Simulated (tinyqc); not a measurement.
# Changing the Debye temperature Theta

Model: Bloch-Grueneisen resistivity of a metal. Computed by tinyqc, a small Python program. Command: `OMP_NUM_THREADS=1 python tinyqc.py 3018609 3018610 out.jsonl bg sweep`. One thread of a shared host (Intel(R) Xeon(R) Processor @ 2.30GHz), about 0.01 s of CPU time with the checks.

Electrons scatter from a Debye spectrum of phonons (n = 5 for scattering within one band, n = 3 for scattering into a second, heavy band) and from static defects.

Inputs (values chosen for the exercise, modelled on cobalt): exponent n = 5; transport coupling lambda_tr = 0.23; Drude plasma energy hbar w_p = 6.2 eV; residual resistivity rho_0 = 0.55 microohm cm; temperature T = 373 K; saturation resistivity = 80 microohm cm.

Addition: saturation.

Constants: k_B = 1.380649e-23 J/K; hbar = 1.054571817e-34 J s; eps_0 = 8.8541878128e-12 F/m; hbar = 6.582119569e-16 eV s; k_B = 8.617333262e-05 eV/K.

Method:
- rho_ph = (n - 1) rho_1 (T/Theta)^n J_n(Theta/T), with rho_1 = 2 pi lambda_tr k_B Theta/(hbar eps_0 w_p^2), the high-temperature line at T = Theta.
- J_n(y) = int_0^y x^n e^x/(e^x - 1)^2 dx, by 96 Gauss-Legendre points (upper limit at most 60).
- Parallel-resistor saturation: 1/rho = 1/(rho_0 + rho_ph) + 1/rho_sat.
- Temperature coefficient (1/rho) d rho/dT by a central difference of +/- 0.5 K; residual ratio rho(295 K)/rho(4.2 K); scattering time tau = 1/(eps_0 w_p^2 rho); Wiedemann-Franz kappa = L_0 T/rho, L_0 = (pi^2/3)(k_B/e)^2.

One run for each value; columns: (1) Debye temperature Theta (K); (2) phonon resistivity rho_ph (microohm cm); (3) temperature coefficient (1e-3/K); (4) residual resistance ratio:
```
(1)     (2)     (3)     (4)
80   8.9601  2.2691  12.736
110  8.9398  2.2795  12.704
160  8.8918  2.3043  12.613
230  8.7960  2.3540  12.431
320  8.6256  2.4432  12.108
450  8.2946  2.6200  11.490
900  6.6118  3.5928   8.560
```

Give the missing row, Debye temperature Theta (K) = 640.

Computed row; columns: (1) Debye temperature Theta (K); (2) phonon resistivity rho_ph (microohm cm); (3) temperature coefficient (1e-3/K); (4) residual resistance ratio:
```
(1)     (2)     (3)     (4)
640  7.6620  2.9706  10.347
```

Interpolating between the two neighbouring rows (the first column on a logarithmic scale, the others too where they are positive) misses most in residual resistance ratio, by 4.4 %. Over the rows, phonon resistivity rho_ph (microohm cm) falls from 8.96 to 6.61 (exponent d ln y / d ln x -0.0071 between the first rows and -0.43 between the last); temperature coefficient (1e-3/K) rises from 2.27 to 3.59 (exponent d ln y / d ln x 0.014 between the first rows and 0.56 between the last); residual resistance ratio falls from 12.7 to 8.56 (exponent d ln y / d ln x -0.0081 between the first rows and -0.56 between the last). At the low end the exponent of phonon resistivity rho_ph is -0.01, close to 0: at high T and fixed lambda_tr Theta drops out.

Caution (all rows): scattering from magnetic disorder, left out here, raises the resistivity of this ferromagnet well above the phonon value. Caution (rows 640, 900): below about Theta/2 small-angle phonon scattering degrades heat flow more than charge flow, so a thermal conductivity taken from rho by the Wiedemann-Franz law would be too high.
